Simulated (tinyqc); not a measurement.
What the corrections do to the levels: formation energy of a charged point defect from supercell energies. Computed by tinyqc, a small Python program. Command: `OMP_NUM_THREADS=1 python tinyqc.py 3022597 3022598 out.jsonl formation walk`. One thread of a shared host (Intel(R) Xeon(R) Processor @ 2.30GHz), about 0.01 s of CPU time with the checks.

The host is a compound AB. Making the defect adds n_A = 1, n_B = 0 atoms to the cell. All total energies are inputs. E_F is counted from the valence-band maximum (VBM); x = 0 is A-rich and x = 1 B-rich growth.

Inputs (values chosen for the exercise, with gap and screening modelled on AlN):

| quantity | value | unit |
|---|---|---|
| E_VBM of the host cell | 2.546 | eV |
| potential alignment dV | -0.027 | eV |
| dielectric constant eps | 8.74 | - |
| cell length L | 15 | angstrom |
| mu_A of the pure element | -4.958 | eV |
| formation enthalpy dH of AB | -1.8 | eV |
| growth condition x | 0.77 | - |

Defect: A interstitial. Supercell lattice: sc.

charge states q: 3  2  1  0

E(defect, q) - E(host), in the order of q (eV): -19.954  -13.813  -7.896  -1.652

Constants: e^2/(4 pi eps_0) = 14.39964548 eV angstrom.

Method:
- dmu_A = x dH and dmu_B = (1 - x) dH, so that dmu_A + dmu_B = dH; mu = mu(element) + dmu.
- The reservoir term is sum n_i mu_i.
- Image-charge correction of a point charge in a neutralising background: E_corr = q^2 alpha e^2/(4 pi eps_0) / (2 eps L), alpha = 2.837297 for a sc array with L the cube root of the volume.
- E_f(q, E_F) = [E(defect, q) - E(host)] - sum n_i mu_i + q (E_VBM + dV + E_F) + E_corr(q).
- Levels eps(q/q-1) with the terms q dV and E_corr left out or kept.

E_f(q, 0) (eV): (q=+3) -4.65062, (q=+2) -1.80772, (q=+1) 1.12282, (q=0) 4.69200

E_corr (eV): (q=+3) 1.40238, (q=+2) 0.62328, (q=+1) 0.15582, (q=0) 0.00000

Levels above the VBM (eV):

| level | raw | with alignment | with image charge | with both |
|---|---|---|---|---|
| (+3/+2) | 3.595 | 3.622 | 2.8159 | 2.8429 |
| (+2/+1) | 3.371 | 3.398 | 2.9035 | 2.9305 |
| (+1/0) | 3.698 | 3.725 | 3.5422 | 3.5692 |

Alignment moves every level by -dV = +0.027 eV. The image term moves eps(q/q-1) by (1 - 2q) E_corr(1): (+3/+2) by -0.779, (+2/+1) by -0.467, (+1/0) by -0.156 eV, donor levels down and acceptor levels up. It adds 2 E_corr(1) = 0.312 eV to every U, which turns an apparent negative U of the raw energies into a positive one. Caution: E_f at E_F = 0 is negative for at least one charge state, so in equilibrium E_F cannot reach the valence-band maximum.

Extremes, crossings and ranges named in words are read from the listed rows.
